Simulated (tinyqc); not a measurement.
Collinear exchange A + BC -> AB + C on a London-Eyring-Polanyi-Sato surface: saddle, string of images and rate: one step, computed by the program tinyqc.

x = r(AB), y = r(BC), r(AC) = x + y. V is counted from separated atoms, the barrier from A + BC, that is V + D(BC).

Task: Frequencies at the saddle. Wilson matrix G = [[1/m_A + 1/m_B, -1/m_B], [-1/m_B, 1/m_B + 1/m_C]]; eigenvalues lambda of G H give nu = 15.6333042 THz x sqrt(|lambda|), the negative one being imaginary. Reactant: nu_BC from k = 2 D beta^2 and 1/m_B + 1/m_C. Skew angle: cos = sqrt(m_A m_C/((m_A + m_B)(m_B + m_C))).

Inputs (values chosen for the exercise, for a model exchange):
```
quantity   value        unit
D(BC)        3.7          eV
beta(BC)    1.88  1/angstrom
mass of A     35           u
mass of B     19           u
mass of C     35           u
```

Hessian (eV/angstrom^2):
```
          x         y
x  -0.03462   5.41142
y   5.41142  12.22817
```

Constants: nu for 1 eV/(angstrom^2 u) = 15.6333042 THz.

Give: imaginary frequency; real frequency at the saddle; nu_BC; skew angle.

Result:

imaginary frequency = 6.760 THz

real frequency at the saddle = 12.19 THz

nu_BC = 22.78 THz

skew angle = 49.60 degrees
